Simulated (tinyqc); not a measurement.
# Narrowing from the saturation current

Inverse problem. A uniform n-type emitter has J0 = (q p0 D/L)(s + tanh(W/L))/(1 + s tanh(W/L)), D = mup Vt, s = S L/D, and p0 = (ni^2/N) exp(dE_app/kB T), where dE_app = dEg + kB T ln[(N/Nc) exp(-eta)]. Find p0, dE_app and dEg.

Values chosen for this exercise; band and dielectric values those of a made-up semiconductor:
```
symbol,value,unit,meaning
T,350,K,temperature
Nc,2.67e19,cm^-3,conduction-band density of states at 350 K
N,7.5e19,cm^-3,ionised donor density
mup,220,cm^2/(V s),minority-hole mobility
W,63,nm,emitter width
S,5.3e5,cm/s,recombination velocity at the contact
```

Constants: q = 1.602176634e-19 C, kB = 1.380649e-23 J/K, Vt = kB T/q. Results are converted to the units shown.

J0 = 56.317791 fA/cm^2
L = 858.48985 nm
ni = 3.5711418e9 cm^-3
converged eta = 1.9899243

Answer. J0 gives p0, its ratio to ni^2/N gives dE_app, and the degeneracy term is taken off.

p0 = 0.9858 cm^-3
dE_app = 53.01 meV
dEg = 81.87 meV

Numbers from tinyqc (`OMP_NUM_THREADS=1 python tinyqc.py 2330074 2330075 out.jsonl`; about 0.01 s on one thread of a shared Intel Xeon 2.30GHz).
